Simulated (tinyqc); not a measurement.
# Short-channel transistor, virtual-source model with series resistance, step by step

Program tinyqc, `OMP_NUM_THREADS=1 python tinyqc.py 2380081 2380082 out.jsonl`; Intel Xeon 2.30GHz, shared host, one thread, about 0.01 s. Printed values are rounded.

The current per gate width is the charge at the top of the source barrier (the virtual source) times its velocity times a saturation function; al and be are fitting constants of the model. Units: I in uA/um, Rs in ohm um, so I Rs = 1e-6 I Rs in volts; Q in uC/cm^2, so I = 1e-4 Q vx0 Fsat with vx0 in cm/s.

Parameters, values chosen for the exercise: temperature T = 300 K; inversion capacitance Cinv = 1.02 uF/cm^2; velocity at the virtual source vx0 = 6.07e6 cm/s; apparent mobility mu = 130 cm^2/(V s); channel length L = 16 nm; threshold at zero drain voltage VT0 = 0.436 V; drain-induced barrier lowering dl = 0.177 V/V; subthreshold factor n0 = 1.54; growth of n with drain voltage nd = 0 1/V; threshold shift (in units of Vt) from weak to strong inversion al = 3.5; sharpness of saturation be = 2; series resistance of each contact Rs = 200 ohm um; gate voltage Vgs = 1 V; drain voltage Vds = 0.5 V.

Constants: q = 1.602176634e-19 C, kB = 1.380649e-23 J/K, Vt = kB T/q. Results are converted to the units shown.

## Iteration 1: current through the series resistance

I at the start = 0 uA/um

Intrinsic voltages Vg' = Vgs - I Rs, Vd' = Vds - 2 I Rs. n = n0 + nd Vd', VT = VT0 - dl Vd', Ff = 1/(1 + exp((Vg' - VT + al Vt/2)/(al Vt))), Q = Cinv n Vt ln(1 + exp((Vg' - VT + al Vt Ff)/(n Vt))), Vdsat = (vx0 L/mu)(1 - Ff) + Vt Ff, Fsat = u/(1 + u^be)^(1/be) with u = Vd'/Vdsat, and I(out) = Q vx0 Fsat per width. (Fsat takes the sign of u.) I(new) = I + 0.5 (I(out) - I).

Vg' = 1 V
Vd' = 0.5 V
VT = 0.3475 V
Ff = 4.47503e-4
Q = 0.665591 uC/cm^2
Vdsat = 0.0746858 V
Fsat = 0.989027
I(out) = 399.581 uA/um
I after iteration 1 = 199.790 uA/um

## Iteration 2: current through the series resistance

As before.

Vg' = 0.960042 V
Vd' = 0.420084 V
VT = 0.361645 V
Ff = 8.13432e-4
Q = 0.610440 uC/cm^2
Vdsat = 0.0746680 V
Fsat = 0.984568
I(out) = 364.819 uA/um
I after iteration 2 = 282.305 uA/um

## Iteration 3: current through the series resistance

As before.

Vg' = 0.943539 V
Vd' = 0.387078 V
VT = 0.367487 V
Ff = 0.00104105
Q = 0.587669 uC/cm^2
Vdsat = 0.0746568 V
Fsat = 0.981903
I(out) = 350.260 uA/um
I after iteration 3 = 316.282 uA/um

## Course of the iteration: current through the series resistance

Stop when I changes by less than 1e-7 uA/um, or after 80 iterations.

Course of the iteration:
```
iteration  I (uA/um)  |change| (uA/um)
1            199.790               200
2            282.305              82.5
3            316.282              34.0
4            330.249              14.0
5            335.986              5.74
6            338.341              2.36
7            339.308             0.967
8            339.704             0.397
9            339.867             0.163
...              ...               ...
18           339.981           5.39e-5
19           339.981           2.21e-5
20           339.981           9.08e-6
21           339.981           3.72e-6
22           339.981           1.53e-6
23           339.981           6.28e-7
24           339.981           2.58e-7
25           339.981           1.06e-7
26           339.981           4.34e-8
```

Converged in 26 iterations. At the end each change is about 0.41 times the one before: linear convergence.

## What the series resistance costs

converged I = 339.981 uA/um
I0 = 399.581 uA/um

Intrinsic voltages Vg' = Vgs - I Rs, Vd' = Vds - 2 I Rs. n = n0 + nd Vd', VT = VT0 - dl Vd', Ff = 1/(1 + exp((Vg' - VT + al Vt/2)/(al Vt))), Q = Cinv n Vt ln(1 + exp((Vg' - VT + al Vt Ff)/(n Vt))), Vdsat = (vx0 L/mu)(1 - Ff) + Vt Ff, Fsat = u/(1 + u^be)^(1/be) with u = Vd'/Vdsat, and I = Q vx0 Fsat per width. I0 is the current for Rs = 0. Effective velocity I/Q; transit time L Q/I.

loss against I0 = 14.9156 %
effective velocity = 5.94626e6 cm/s
transit time = 0.269077 ps

The carriers leave the virtual source at 98.0 % of vx0: the device is in saturation.
